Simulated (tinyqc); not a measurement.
What moves the results: Tamm state at the end of a one-band chain. A value that a table varies takes the place of the one given here.

A half-infinite chain with site energy 0 and hopping -t, band E = -2t cos(ka); the end site has energy D. The surface Green function of the unperturbed half chain is g = (E -/+ sqrt(E^2 - 4t^2))/(2t^2), the root with |t g| <= 1 and Im g <= 0, and with the shift G = g/(1 - D g).

Inputs chosen for the exercise: t = 2.07 eV (hopping); a = 3.2 angstrom (spacing); D = -4.36 eV (shift of the end site); E = -3.61 eV (energy in the band).

## Threshold for a surface state

For |D| > t: E = D + t^2/D, weight on the end site 1 - t^2/D^2, decay length of the amplitude a/ln|D/t|; a dash: no bound state. The last column is the surface density -Im G/pi at E = 0.

Against D:

| D/t | D (eV) | E (eV) | end weight | decay length (angstrom) | density at E = 0 (1/eV) |
|---|---|---|---|---|---|
| -3.00 | -6.210 | -6.9000 | 0.8889 | 2.91 | 0.0154 |
| -2.00 | -4.140 | -5.1750 | 0.7500 | 4.62 | 0.0308 |
| -1.40 | -2.898 | -4.3766 | 0.4898 | 9.51 | 0.0520 |
| -1.10 | -2.277 | -4.1588 | 0.1736 | 33.57 | 0.0696 |
| -0.80 | -1.656 | - | - | - | 0.0938 |
| 0.50 | 1.035 | - | - | - | 0.1230 |
| 0.95 | 1.966 | - | - | - | 0.0808 |
| 1.05 | 2.174 | 4.1449 | 0.0930 | 65.59 | 0.0731 |
| 1.30 | 2.691 | 4.2833 | 0.4083 | 12.20 | 0.0572 |
| 2.50 | 5.175 | 6.0030 | 0.8400 | 3.49 | 0.0212 |

What can be read from the table?

A state splits off only for |D| > t = 2.07 eV, although in the middle of an endless chain any shift binds one. Just past the threshold, at D/t = 1.05, it lies 4.9 meV outside the band and spreads over 65.6 angstrom; at D/t = -3 it holds 89 % of the end site, and the density left at the band centre has fallen to 0.10 of the clean value.

## What each parameter does

E = D + t^2/D, weight 1 - (t/D)^2, decay length -a/ln|t/D|, surface density -Im G/pi at E. Each row changes one parameter from the base and keeps the others.

Results:

| case | bound level (eV) | weight | decay (angstrom) | density (1/eV) |
|---|---|---|---|---|
| base | -5.3428 | 0.7746 | 4.296 | 0.0427 |
| t = 2.1735 eV | -5.4435 | 0.7515 | 4.597 | 0.0482 |
| D = -5.232 eV | -6.0510 | 0.8435 | 3.451 | 0.0253 |
| a = 3.52 angstrom | -5.3428 | 0.7746 | 4.725 | 0.0427 |
| E = -1.805 eV | -5.3428 | 0.7746 | 4.296 | 0.0384 |

What can be read from the table?

The largest shifts from the base row, up to three for each result and ties (the steps differ in size, so this ranks the rows, not the parameters). bound level (eV): D -0.7082, t -0.1007; unchanged at the printed digits by a and E. weight: D +0.0689, t -0.0231; unchanged at the printed digits by a and E. decay (angstrom): D -0.845, a +0.430, t +0.301; unchanged at the printed digits by E. density (1/eV): D -0.0174, t +0.0055, E -0.0043; unchanged at the printed digits by a.

Program tinyqc; command `OMP_NUM_THREADS=1 python tinyqc.py 1480574 1480575 out.jsonl`; about 0.01 s on one thread of a shared Intel(R) Xeon(R) Processor @ 2.30GHz.
